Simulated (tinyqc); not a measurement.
Inside a calculation. Method: inverse iteration on a symmetric matrix. Computed by tinyqc, a small Python program that keeps every step. Settings: method = inverse, shift = 1.06. Command: `OMP_NUM_THREADS=1 python tinyqc.py 29656 29657 out.jsonl` (the two numbers bound the seeds that draw the settings). One thread of a shared host (Intel(R) Xeon(R) Processor @ 2.60GHz), about 0.01 s of CPU time with the checks.

## Step 1

A:
```
[[0.187000, -0.449000, -0.495000, 0.355000, 1.401000, -0.580000],
 [-0.449000, 0.359000, 0.340000, -0.859000, 0.388000, 0.121000],
 [-0.495000, 0.340000, 1.166000, 0.983000, -0.339000, -0.169000],
 [0.355000, -0.859000, 0.983000, 1.883000, -0.242000, 0.674000],
 [1.401000, 0.388000, -0.339000, -0.242000, 1.891000, -0.358000],
 [-0.580000, 0.121000, -0.169000, 0.674000, -0.358000, 1.914000]]
```

vector v at the start: [0.408248, 0.408248, 0.408248, 0.408248, 0.408248, 0.408248]

shift = 1.060000

solve (A - shift) w = v; v' = w/|w| with its largest component positive (the first on a tie); lambda = v'^T A v'.

vector after step 1: [-0.153407, 0.558483, 0.594430, -0.008976, 0.486462, 0.272928]

Rayleigh quotient after step 1 = 1.250691

## Step 2

As before.

vector after step 2: [-0.160126, 0.617500, 0.615008, -0.078388, 0.404180, 0.212869]

Rayleigh quotient after step 2 = 1.233876

## Course of the iteration

Stop when the residual |A v - lambda v| is below 1e-9.

Steps:
```
step      lambda  residual
1     1.25069092  1.87e-01
2     1.23387640  2.42e-02
3     1.23337376  3.88e-03
4     1.23335476  7.64e-04
5     1.23335387  1.68e-04
6     1.23335383  3.82e-05
7     1.23335383  8.80e-06
8     1.23335383  2.03e-06
9     1.23335383  4.70e-07
10    1.23335383  1.09e-07
11    1.23335383  2.51e-08
12    1.23335383  5.81e-09
13    1.23335383  1.34e-09
14    1.23335383  3.10e-10
```

all eigenvalues, for comparison: [-0.935622, -0.567641, 1.233354, 1.809691, 2.468517, 3.391701]

Converged in 14 steps.
